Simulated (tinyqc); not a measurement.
UKS/PBE0 in the 3-21g basis, for H2-, spin multiplicity 2, step by step. The basis has no diffuse functions, so it cannot describe the extra electron: this is an exercise in the method, not the real anion. Computed by tinyqc, a small Python program that keeps every step (integrals from PySCF). Settings: charge = -1, multiplicity = 2, basis = 3-21g, energy threshold = 1e-08, iteration cap = 69, orthogonalisation = symmetric, start = core, DIIS depth = 0, method = UKS, functional = pbe0, grid = [10, 14]. Command: `OMP_NUM_THREADS=1 python tinyqc.py 29533 29534 out.jsonl` (the two numbers bound the seeds that draw the settings). One thread of a shared host (Intel(R) Xeon(R) Processor @ 2.60GHz), about 1 s of CPU time with the checks. Later iterations appear only in the table of the cycle.

## One-electron integrals

Geometry (angstrom):
```
atom        x        y        z
H     0.00000  0.00000  0.00000
H     0.00000  0.00000  0.88300
```

Basis 3-21g: exponents (1/bohr^2) and contraction coefficients of normalised primitives:
```
element  l (shell)  exponent  coefficient
H            s (1)   5.44718      0.15628
H            s (1)   0.82455      0.90469
H            s (2)   0.18319      1.00000
```

Overlap, kinetic and nuclear-attraction integrals over the contracted functions; the nuclear repulsion is the sum of Za Zb / Rab.

nuclear repulsion = 0.5992947 hartree

overlap S:
```
         1H 1s    1H 2s    2H 1s    2H 2s
1H 1s  1.00000  0.64590  0.28110  0.42392
1H 2s  0.64590  1.00000  0.42392  0.77489
2H 1s  0.28110  0.42392  1.00000  0.64590
2H 2s  0.42392  0.77489  0.64590  1.00000
```

kinetic energy T (hartree):
```
         1H 1s    1H 2s    2H 1s    2H 2s
1H 1s  1.54940  0.29315  0.05985  0.13824
1H 2s  0.29315  0.27479  0.13824  0.17673
2H 1s  0.05985  0.13824  1.54940  0.29315
2H 2s  0.13824  0.17673  0.29315  0.27479
```

nuclear attraction V (hartree):
```
          1H 1s     1H 2s     2H 1s     2H 2s
1H 1s  -2.31901  -1.16319  -0.61146  -0.78996
1H 2s  -1.16319  -1.19050  -0.78996  -0.97501
2H 1s  -0.61146  -0.78996  -2.31901  -1.16319
2H 2s  -0.78996  -0.97501  -1.16319  -1.19050
```

core Hamiltonian H = T + V (hartree):
```
          1H 1s     1H 2s     2H 1s     2H 2s
1H 1s  -0.76961  -0.87004  -0.55161  -0.65172
1H 2s  -0.87004  -0.91571  -0.65172  -0.79828
2H 1s  -0.55161  -0.65172  -0.76961  -0.87004
2H 2s  -0.65172  -0.79828  -0.87004  -0.91571
```

## Two-electron integrals

Functions are numbered as in S; the eight-fold symmetry (ij|kl) = (ji|kl) = (kl|ij) leaves the list below.

Two-electron integrals (ij|kl) in chemists' order, unique and non-zero (hartree):
```
(11|11) 1.14014   (21|11) 0.61140   (21|21) 0.34515   (22|11) 0.62637
(22|21) 0.38033   (22|22) 0.48296   (31|11) 0.25112   (31|21) 0.14424
(31|22) 0.16272   (31|31) 0.08204   (32|11) 0.27363   (32|21) 0.16718
(32|22) 0.21225   (32|31) 0.10201   (32|32) 0.14803   (33|11) 0.58520
(33|21) 0.36650   (33|22) 0.48511   (33|31) 0.25112   (33|32) 0.39291
(33|33) 1.14014   (41|11) 0.39291   (41|21) 0.22287   (41|22) 0.24757
(41|31) 0.10201   (41|32) 0.12115   (41|33) 0.27363   (41|41) 0.14803
(42|11) 0.45272   (42|21) 0.27707   (42|22) 0.35892   (42|31) 0.13488
(42|32) 0.18814   (42|33) 0.45272   (42|41) 0.18814   (42|42) 0.28999
(43|11) 0.36650   (43|21) 0.22817   (43|22) 0.30253   (43|31) 0.14424
(43|32) 0.22287   (43|33) 0.61140   (43|41) 0.16718   (43|42) 0.27707
(43|43) 0.34515   (44|11) 0.48511   (44|21) 0.30253   (44|22) 0.41202
(44|31) 0.16272   (44|32) 0.24757   (44|33) 0.62637   (44|41) 0.21225
(44|42) 0.35892   (44|43) 0.38033   (44|44) 0.48296
```

## Orthogonalisation

S = U s U^T; symmetric (Loewdin) form X = U s^(-1/2) U^T, so that X^T S X = 1.

eigenvalues of S: 0.13999  0.43006  0.80401  2.62594

X:
```
          1H 1s     1H 2s     2H 1s     2H 2s
1H 1s   1.24397  -0.48146  -0.07091   0.03919
1H 2s  -0.48146   1.72099   0.03919  -0.75206
2H 1s  -0.07091   0.03919   1.24397  -0.48146
2H 2s   0.03919  -0.75206  -0.48146   1.72099
```

## Starting guess

The start is the orbitals of the core Hamiltonian; D(s) = C_occ C_occ^T for each spin.

D(alpha) at the start:
```
          1H 1s     1H 2s     2H 1s     2H 2s
1H 1s   0.25537   0.46135   0.01703  -0.26934
1H 2s   0.46135   1.18771  -0.26934  -1.05237
2H 1s   0.01703  -0.26934   0.25537   0.46135
2H 2s  -0.26934  -1.05237   0.46135   1.18771
```

D(beta) at the start:
```
         1H 1s    1H 2s    2H 1s    2H 2s
1H 1s  0.13620  0.09600  0.13620  0.09600
1H 2s  0.09600  0.06767  0.09600  0.06767
2H 1s  0.13620  0.09600  0.13620  0.09600
2H 2s  0.09600  0.06767  0.09600  0.06767
```

## Iteration 1: exchange-correlation on the grid

Becke grid with 10 radial and 14 angular points per atom, points of zero weight dropped. rho = sum D_ij phi_i phi_j; V_xc,ij = sum w v_xc phi_i phi_j plus the gradient terms; v_xc is d(rho eps)/d rho(s) for spin s at fixed gradient. Exact exchange is left to K.

The 16 grid points with the largest w rho, of 272 (bohr, atomic units):
```
x                y         z        w  rho(alpha)  rho(beta)    eps_xc  v_xc(alpha)
-0.61106   0.61106   2.27969  0.60091     0.05163    0.02056  -0.29148     -0.37666
-0.61106  -0.61106   2.27969  0.60091     0.05163    0.02056  -0.29148     -0.37666
0.61106   -0.61106   2.27969  0.60091     0.05163    0.02056  -0.29148     -0.37666
0.61106    0.61106   2.27969  0.60091     0.05163    0.02056  -0.29148     -0.37666
0.61106   -0.61106  -0.61106  0.60091     0.05163    0.02056  -0.29148     -0.37666
-0.61106  -0.61106  -0.61106  0.60091     0.05163    0.02056  -0.29148     -0.37666
0.61106    0.61106  -0.61106  0.60091     0.05163    0.02056  -0.29148     -0.37666
-0.61106   0.61106  -0.61106  0.60091     0.05163    0.02056  -0.29148     -0.37666
-0.61106  -0.61106   1.05756  0.47095     0.04552    0.04223  -0.30049     -0.37424
0.61106    0.61106   1.05756  0.47095     0.04552    0.04223  -0.30049     -0.37424
0.61106   -0.61106   1.05756  0.47095     0.04552    0.04223  -0.30049     -0.37424
-0.61106   0.61106   1.05756  0.47095     0.04552    0.04223  -0.30049     -0.37424
0.61106    0.61106   0.61106  0.47095     0.04552    0.04223  -0.30049     -0.37424
-0.61106   0.61106   0.61106  0.47095     0.04552    0.04223  -0.30049     -0.37424
-0.61106  -0.61106   0.61106  0.47095     0.04552    0.04223  -0.30049     -0.37424
0.61106   -0.61106   0.61106  0.47095     0.04552    0.04223  -0.30049     -0.37424
```

electrons on the grid, sum of w rho = 3.01714

E_xc = sum of w rho eps_xc = -0.8688367 hartree

V_xc(alpha) (hartree):
```
          1H 1s     1H 2s     2H 1s     2H 2s
1H 1s  -0.49007  -0.26899  -0.12973  -0.17825
1H 2s  -0.26899  -0.27677  -0.17825  -0.22167
2H 1s  -0.12973  -0.17825  -0.49007  -0.26899
2H 2s  -0.17825  -0.22167  -0.26899  -0.27677
```

V_xc(beta) (hartree):
```
          1H 1s     1H 2s     2H 1s     2H 2s
1H 1s  -0.43964  -0.24069  -0.12555  -0.16459
1H 2s  -0.24069  -0.24312  -0.16459  -0.19956
2H 1s  -0.12555  -0.16459  -0.43964  -0.24069
2H 2s  -0.16459  -0.19956  -0.24069  -0.24312
```

## Iteration 1: building the Kohn-Sham matrix

J_ij = sum D_kl (ij|kl) with D = D(alpha) + D(beta), K_ij = sum D_kl (ik|jl) for each spin; F = H + J - 0.25 K(s) + V_xc; E = tr D H + tr D J / 2 - 0.125 sum_s tr D(s) K(s) + E_xc + E_nn.

Coulomb J (hartree):
```
         1H 1s    1H 2s    2H 1s    2H 2s
1H 1s  2.11528  1.24257  0.61555  0.84045
1H 2s  1.24257  1.50353  0.84045  1.21316
2H 1s  0.61555  0.84045  2.11528  1.24257
2H 2s  0.84045  1.21316  1.24257  1.50353
```

exchange K(alpha) (hartree):
```
         1H 1s    1H 2s    2H 1s    2H 2s
1H 1s  0.80624  0.60787  0.30232  0.40551
1H 2s  0.60787  0.55518  0.40551  0.45334
2H 1s  0.30232  0.40551  0.80624  0.60787
2H 2s  0.40551  0.45334  0.60787  0.55518
```

exchange K(beta) (hartree):
```
         1H 1s    1H 2s    2H 1s    2H 2s
1H 1s  0.53852  0.44243  0.37574  0.39545
1H 2s  0.44243  0.41669  0.39545  0.39931
2H 1s  0.37574  0.39545  0.53852  0.44243
2H 2s  0.39545  0.39931  0.44243  0.41669
```

F(alpha) (hartree):
```
          1H 1s     1H 2s     2H 1s     2H 2s
1H 1s   0.65404  -0.04843  -0.14137  -0.09090
1H 2s  -0.04843   0.17226  -0.09090   0.07988
2H 1s  -0.14137  -0.09090   0.65404  -0.04843
2H 2s  -0.09090   0.07988  -0.04843   0.17226
```

F(beta) (hartree):
```
          1H 1s     1H 2s     2H 1s     2H 2s
1H 1s   0.77140   0.02123  -0.15555  -0.07473
1H 2s   0.02123   0.24053  -0.07473   0.11549
2H 1s  -0.15555  -0.07473   0.77140   0.02123
2H 2s  -0.07473   0.11549   0.02123   0.24053
```

total energy of this density = -0.8159479 hartree

## Iteration 1: diagonalisation and new density

Diagonalise F' = X^T F X, C = X C', fill 2 alpha and 1 beta electrons from the bottom; D(s) = C_occ C_occ^T. Each column has its largest component positive (the first on a tie).

F' = X^T F X (alpha) (hartree):
```
          1         2         3         4
1   1.12072  -0.53675  -0.22136  -0.02289
2  -0.53675   0.56381  -0.02289  -0.10741
3  -0.22136  -0.02289   1.12072  -0.53675
4  -0.02289  -0.10741  -0.53675   0.56381
```

orbital energies (alpha) (hartree): MO1 0.07601, MO2 0.39301, MO3 1.27975, MO4 1.62029

coefficients C (alpha):
```
           MO1       MO2       MO3       MO4
1H 1s  0.20765   0.11893   0.86181  -0.99290
1H 2s  0.39083   1.36250  -0.64378   1.15634
2H 1s  0.20765  -0.11893   0.86181   0.99290
2H 2s  0.39083  -1.36250  -0.64378  -1.15634
```

F' = X^T F X (beta) (hartree):
```
          1         2         3         4
1   1.23887  -0.50045  -0.26626  -0.04289
2  -0.50045   0.63473  -0.04289  -0.13418
3  -0.26626  -0.04289   1.23887  -0.50045
4  -0.04289  -0.13418  -0.50045   0.63473
```

orbital energies (beta) (hartree): MO1 0.14419, MO2 0.54977, MO3 1.32897, MO4 1.72427

coefficients C (beta):
```
           MO1       MO2       MO3       MO4
1H 1s  0.19342   0.06958   0.86511  -0.99757
1H 2s  0.40139   1.41813  -0.63725   1.08740
2H 1s  0.19342  -0.06958   0.86511   0.99757
2H 2s  0.40139  -1.41813  -0.63725  -1.08740
```

D(alpha) after iteration 1:
```
          1H 1s     1H 2s     2H 1s     2H 2s
1H 1s   0.05726   0.24320   0.02897  -0.08088
1H 2s   0.24320   2.00915  -0.08088  -1.70365
2H 1s   0.02897  -0.08088   0.05726   0.24320
2H 2s  -0.08088  -1.70365   0.24320   2.00915
```

D(beta) after iteration 1:
```
         1H 1s    1H 2s    2H 1s    2H 2s
1H 1s  0.03741  0.07764  0.03741  0.07764
1H 2s  0.07764  0.16111  0.07764  0.16111
2H 1s  0.03741  0.07764  0.03741  0.07764
2H 2s  0.07764  0.16111  0.07764  0.16111
```

## Iteration 2: exchange-correlation on the grid

As before.

The 16 grid points with the largest w rho, of 272 (bohr, atomic units):
```
x                y         z        w  rho(alpha)  rho(beta)    eps_xc  v_xc(alpha)
0.00000    0.00000  -1.74864  2.11171     0.02051    0.00408  -0.21458     -0.28144
0.00000    0.00000   3.41727  2.11171     0.02051    0.00408  -0.21458     -0.28144
1.00958   -1.00958  -1.00958  2.37557     0.01683    0.00480  -0.20434     -0.26454
-1.00958   1.00958  -1.00958  2.37557     0.01683    0.00480  -0.20434     -0.26454
-1.00958  -1.00958  -1.00958  2.37557     0.01683    0.00480  -0.20434     -0.26454
1.00958    1.00958  -1.00958  2.37557     0.01683    0.00480  -0.20434     -0.26454
-1.00958  -1.00958   2.67821  2.37557     0.01683    0.00480  -0.20434     -0.26454
-1.00958   1.00958   2.67821  2.37557     0.01683    0.00480  -0.20434     -0.26454
1.00958   -1.00958   2.67821  2.37557     0.01683    0.00480  -0.20434     -0.26454
1.00958    1.00958   2.67821  2.37557     0.01683    0.00480  -0.20434     -0.26454
-0.61106   0.61106  -0.61106  0.60091     0.04303    0.01850  -0.27344     -0.37015
0.61106   -0.61106  -0.61106  0.60091     0.04303    0.01850  -0.27344     -0.37015
0.61106    0.61106  -0.61106  0.60091     0.04303    0.01850  -0.27344     -0.37015
-0.61106  -0.61106  -0.61106  0.60091     0.04303    0.01850  -0.27344     -0.37015
-0.61106  -0.61106   2.27969  0.60091     0.04303    0.01850  -0.27344     -0.37015
-0.61106   0.61106   2.27969  0.60091     0.04303    0.01850  -0.27344     -0.37015
```

electrons on the grid, sum of w rho = 3.01646

E_xc = sum of w rho eps_xc = -0.7117803 hartree

V_xc(alpha) (hartree):
```
          1H 1s     1H 2s     2H 1s     2H 2s
1H 1s  -0.42433  -0.24676  -0.11544  -0.16319
1H 2s  -0.24676  -0.28240  -0.16319  -0.22363
2H 1s  -0.11544  -0.16319  -0.42433  -0.24676
2H 2s  -0.16319  -0.22363  -0.24676  -0.28240
```

V_xc(beta) (hartree):
```
          1H 1s     1H 2s     2H 1s     2H 2s
1H 1s  -0.39268  -0.22701  -0.11369  -0.15467
1H 2s  -0.22701  -0.25291  -0.15467  -0.20601
2H 1s  -0.11369  -0.15467  -0.39268  -0.22701
2H 2s  -0.15467  -0.20601  -0.22701  -0.25291
```

## Iteration 2: building the Kohn-Sham matrix

As before.

Coulomb J (hartree):
```
         1H 1s    1H 2s    2H 1s    2H 2s
1H 1s  1.83538  1.10430  0.53240  0.74268
1H 2s  1.10430  1.39705  0.74268  1.12001
2H 1s  0.53240  0.74268  1.83538  1.10430
2H 2s  0.74268  1.12001  1.10430  1.39705
```

exchange K(alpha) (hartree):
```
         1H 1s    1H 2s    2H 1s    2H 2s
1H 1s  0.57613  0.51852  0.25223  0.35546
1H 2s  0.51852  0.56529  0.35546  0.45772
2H 1s  0.25223  0.35546  0.57613  0.51852
2H 2s  0.35546  0.45772  0.51852  0.56529
```

exchange K(beta) (hartree):
```
         1H 1s    1H 2s    2H 1s    2H 2s
1H 1s  0.40996  0.39180  0.29153  0.35091
1H 2s  0.39180  0.43539  0.35091  0.41615
2H 1s  0.29153  0.35091  0.40996  0.39180
2H 2s  0.35091  0.41615  0.39180  0.43539
```

F(alpha) (hartree):
```
          1H 1s     1H 2s     2H 1s     2H 2s
1H 1s   0.49740  -0.14214  -0.19770  -0.16110
1H 2s  -0.14214   0.05762  -0.16110  -0.01633
2H 1s  -0.19770  -0.16110   0.49740  -0.14214
2H 2s  -0.16110  -0.01633  -0.14214   0.05762
```

F(beta) (hartree):
```
          1H 1s     1H 2s     2H 1s     2H 2s
1H 1s   0.57060  -0.09070  -0.20578  -0.15144
1H 2s  -0.09070   0.11958  -0.15144   0.01169
2H 1s  -0.20578  -0.15144   0.57060  -0.09070
2H 2s  -0.15144   0.01169  -0.09070   0.11958
```

total energy of this density = -0.9516834 hartree

## Iteration 2: diagonalisation and new density

As before.

F' = X^T F X (alpha) (hartree):
```
          1         2         3         4
1   0.96549  -0.54071  -0.23036  -0.03644
2  -0.54071   0.47457  -0.03644  -0.11729
3  -0.23036  -0.03644   0.96549  -0.54071
4  -0.03644  -0.11729  -0.54071   0.47457
```

orbital energies (alpha) (hartree): MO1 -0.06109, MO2 0.30608, MO3 1.15350, MO4 1.48165

coefficients C (alpha):
```
           MO1       MO2       MO3       MO4
1H 1s  0.23362   0.13813   0.85513  -0.99041
1H 2s  0.37118   1.33985  -0.65531   1.18251
2H 1s  0.23362  -0.13813   0.85513   0.99041
2H 2s  0.37118  -1.33985  -0.65531  -1.18251
```

F' = X^T F X (beta) (hartree):
```
          1         2         3         4
1   1.03366  -0.51228  -0.25472  -0.05583
2  -0.51228   0.55803  -0.05583  -0.15591
3  -0.25472  -0.05583   1.03366  -0.51228
4  -0.05583  -0.15591  -0.51228   0.55803
```

orbital energies (beta) (hartree): MO1 -0.00800, MO2 0.46186, MO3 1.18907, MO4 1.54047

coefficients C (beta):
```
           MO1       MO2       MO3       MO4
1H 1s  0.23196   0.12721   0.85559  -0.99187
1H 2s  0.37246   1.35280  -0.65459   1.16767
2H 1s  0.23196  -0.12721   0.85559   0.99187
2H 2s  0.37246  -1.35280  -0.65459  -1.16767
```

D(alpha) after iteration 2:
```
          1H 1s     1H 2s     2H 1s     2H 2s
1H 1s   0.07366   0.27179   0.03550  -0.09836
1H 2s   0.27179   1.93298  -0.09836  -1.65742
2H 1s   0.03550  -0.09836   0.07366   0.27179
2H 2s  -0.09836  -1.65742   0.27179   1.93298
```

D(beta) after iteration 2:
```
         1H 1s    1H 2s    2H 1s    2H 2s
1H 1s  0.05380  0.08639  0.05380  0.08639
1H 2s  0.08639  0.13872  0.08639  0.13872
2H 1s  0.05380  0.08639  0.05380  0.08639
2H 2s  0.08639  0.13872  0.08639  0.13872
```

## Iteration 7 (converged): orbitals

converged F(alpha) (hartree):
```
          1H 1s     1H 2s     2H 1s     2H 2s
1H 1s   0.51991  -0.12964  -0.19096  -0.15210
1H 2s  -0.12964   0.07176  -0.15210  -0.00426
2H 1s  -0.19096  -0.15210   0.51991  -0.12964
2H 2s  -0.15210  -0.00426  -0.12964   0.07176
```

converged F(beta) (hartree):
```
          1H 1s     1H 2s     2H 1s     2H 2s
1H 1s   0.59027  -0.07901  -0.20184  -0.14372
1H 2s  -0.07901   0.13475  -0.14372   0.02463
2H 1s  -0.20184  -0.14372   0.59027  -0.07901
2H 2s  -0.14372   0.02463  -0.07901   0.13475
```

As before.

F' = X^T F X (alpha) (hartree):
```
          1         2         3         4
1   0.98854  -0.54017  -0.23034  -0.03475
2  -0.54017   0.48450  -0.03475  -0.11531
3  -0.23034  -0.03475   0.98854  -0.54017
4  -0.03475  -0.11531  -0.54017   0.48450
```

orbital energies (alpha) (hartree): MO1 -0.04325, MO2 0.31668, MO3 1.17063, MO4 1.50201

coefficients C (alpha):
```
           MO1       MO2       MO3       MO4
1H 1s  0.22939   0.13322   0.85628  -0.99108
1H 2s  0.37442   1.34570  -0.65347   1.17585
2H 1s  0.22939  -0.13322   0.85628   0.99108
2H 2s  0.37442  -1.34570  -0.65347  -1.17585
```

F' = X^T F X (beta) (hartree):
```
          1         2         3         4
1   1.05377  -0.51133  -0.25698  -0.05522
2  -0.51133   0.56906  -0.05522  -0.15256
3  -0.25698  -0.05522   1.05377  -0.51133
4  -0.05522  -0.15256  -0.51133   0.56906
```

orbital energies (beta) (hartree): MO1 0.00904, MO2 0.47323, MO3 1.20425, MO4 1.55914

coefficients C (beta):
```
           MO1       MO2       MO3       MO4
1H 1s  0.23042   0.12136   0.85600  -0.99261
1H 2s  0.37363   1.35966  -0.65392   1.15968
2H 1s  0.23042  -0.12136   0.85600   0.99261
2H 2s  0.37363  -1.35966  -0.65392  -1.15968
```

D(alpha) after iteration 7:
```
          1H 1s     1H 2s     2H 1s     2H 2s
1H 1s   0.07037   0.26516   0.03487  -0.09338
1H 2s   0.26516   1.95110  -0.09338  -1.67072
2H 1s   0.03487  -0.09338   0.07037   0.26516
2H 2s  -0.09338  -1.67072   0.26516   1.95110
```

D(beta) after iteration 7:
```
         1H 1s    1H 2s    2H 1s    2H 2s
1H 1s  0.05310  0.08609  0.05310  0.08609
1H 2s  0.08609  0.13960  0.08609  0.13960
2H 1s  0.05310  0.08609  0.05310  0.08609
2H 2s  0.08609  0.13960  0.08609  0.13960
```

## Convergence

Stop when the energy changes by less than 1e-08 hartree and every element of the error matrix X^T (F D S - S D F) X (for each spin) is below 3e-05.

Course of the cycle:
```
iteration  E (hartree)     change  largest element of the error matrix
1           -0.8159479          -                             2.51e-01
2           -0.9516834  -1.36e-01                             2.97e-02
3           -0.9551820  -3.50e-03                             6.03e-03
4           -0.9552465  -6.45e-05                             6.55e-04
5           -0.9552480  -1.52e-06                             1.65e-04
6           -0.9552481  -5.04e-08                             2.32e-05
7           -0.9552481  -2.34e-09                             6.49e-06
```

PySCF UKS in the same basis, fine grid, after a stability check = -0.9504898 hartree

Converged in 7 iterations. The coarse grid moves the energy by -4.76e-03 hartree.

## Populations, bond orders and dipole

Mulliken: Z minus the diagonal of D S on the atom; Loewdin: the same with S^(1/2) D S^(1/2); Mayer order: 2 sum_s sum (D(s) S)_ij (D(s) S)_ji over the two atoms.

Charges (e):
```
atom  Mulliken   Loewdin  Mulliken spin
1H    -0.50000  -0.50000        0.50000
2H    -0.50000  -0.50000        0.50000
```

Mayer bond orders:
```
pair    order
2-1   0.36742
```

dipole moment about the origin, x y z (debye): 0.00000  0.00000  -2.12061

<S^2> of the determinant (pure state: 0.75) = 0.75000
